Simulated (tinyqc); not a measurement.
# Fermi-level pinning at a metal contact (Cowley-Sze model): barrier against work function

Interface states of density Ds lie behind a thin layer of thickness dl. Neglecting the depletion charge, the barrier for electrons is phi = S (pM - chi) + (1 - S) E0 with S = 1/(1 + q Ds dl/(eps0 ei)); the barrier for holes is Eg - phi.

phi is listed beside the Schottky-Mott value pM - chi.

Inputs (values chosen for the exercise); material values close to those of silicon:
```
symbol,value,unit,meaning
Eg,1.12,eV,band gap
chi,4.04,eV,electron affinity
Ds,2.6e13,cm^-2 eV^-1,density of interface states
E0,0.39,eV,depth of their neutrality level below the conduction edge
dl,0.58,nm,thickness of the interface layer
ei,2.2,,its relative permittivity
```

Constants: q = 1.602176634e-19 C, eps0 = 8.8541878128e-14 F/cm where lengths are in cm. Results are converted to the units shown.

Barrier against work function:
```
pM (eV)  pM - chi (eV)  phi (eV)
3.4            -0.6400  -0.06975
3.7            -0.3400   0.06416
4             -0.04000    0.1981
4.3             0.2600    0.3320
4.6             0.5600    0.4659
4.9             0.8600    0.5998
5.2              1.160    0.7337
5.5              1.460    0.8676
5.8              1.760     1.002
```

phi rises with slope S = 0.446, by 1.07 eV over 2.40 eV of work function, and equals the Schottky-Mott value at pM = chi + E0 = 4.43 eV. For pM = 3.4 phi lies outside the gap, where band states take over and the formula no longer holds.

Program tinyqc, `OMP_NUM_THREADS=1 python tinyqc.py 2430160 2430161 out.jsonl`; Intel Xeon 2.30GHz, shared host, one thread, about 0.01 s.
